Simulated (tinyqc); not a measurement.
From results back to parameters: donors with valley-orbit split 1s states. Three cases, with inputs chosen for the exercise.

Problem. The electron density is given and ND is hidden.

Each donor binds at most one electron, in any of its states. For a site s, W_s = sum over its states of g exp(E/kT), and the ionised share is 1/(1 + W_s exp(eta)), eta = (EF - Ec)/kT; n = Nc F_1/2(eta); neutrality n + NA = ND x (mean ionised share); holes are neglected. Nc from N = 2 (m kB T/(4 pi c))^(3/2) with c = hbar^2/2m0, in 1/angstrom^3; times 1e24 for 1/cm^3, m = md. F_j(eta) = (1/Gamma(j + 1)) integral_0^infinity x^j dx/(1 + exp(x - eta)), which tends to exp(eta) for eta << 0.

Constants: hbar^2/2m0 = 3.80998211 eV angstrom^2; kB = 8.617333262e-05 eV/K.

Case 1.

Values chosen (near those of Sb in Si; not measured data): md = 1.055 m0 (density-of-states mass of the conduction band); E = (43.2, 33.4, 31.2) meV (binding energies of 1s(A1), 1s(T2), 1s(E)); g = (2, 6, 4) (their degeneracies with spin); T = 400 K; NA = 5.5e+16 1/cm^3 (compensating acceptors, all ionised).

n = 1.4289e+17 1/cm^3

Case 2.

Values chosen (near those of P in Si; not measured data): md = 1.039 m0 (density-of-states mass of the conduction band); E = (46, 33.9, 33.1) meV (binding energies of 1s(A1), 1s(T2), 1s(E)); g = (2, 6, 4) (their degeneracies with spin); T = 300 K; NA = 1.3e+15 1/cm^3 (compensating acceptors, all ionised).

n = 6.5073e+15 1/cm^3

Case 3.

Values chosen (near those of P in Si; not measured data): md = 1.069 m0 (density-of-states mass of the conduction band); E = (45.6, 33.7, 32.3) meV (binding energies of 1s(A1), 1s(T2), 1s(E)); g = (2, 6, 4) (their degeneracies with spin); T = 500 K; NA = 0 1/cm^3 (compensating acceptors, all ionised).

n = 3.8931e+15 1/cm^3

Find: eta; mean ionised share; ND.

Solution. n/Nc gives eta, eta and W_s give the ionised share, and ND = (n + NA)/share.

Case 1.

eta = -5.679
mean ionised share = 0.899
ND = 2.2e+17 1/cm^3

Case 2.

eta = -8.315
mean ionised share = 0.988
ND = 7.9e+15 1/cm^3

Case 3.

eta = -9.637
mean ionised share = 0.998
ND = 3.9e+15 1/cm^3

Computed by tinyqc, one run a case: `OMP_NUM_THREADS=1 python tinyqc.py N N+1 out.jsonl` with N = 1681315, 1681318, 1681399; one thread of a shared Intel(R) Xeon(R) Processor @ 2.30GHz, about 0.01 s a run at most.
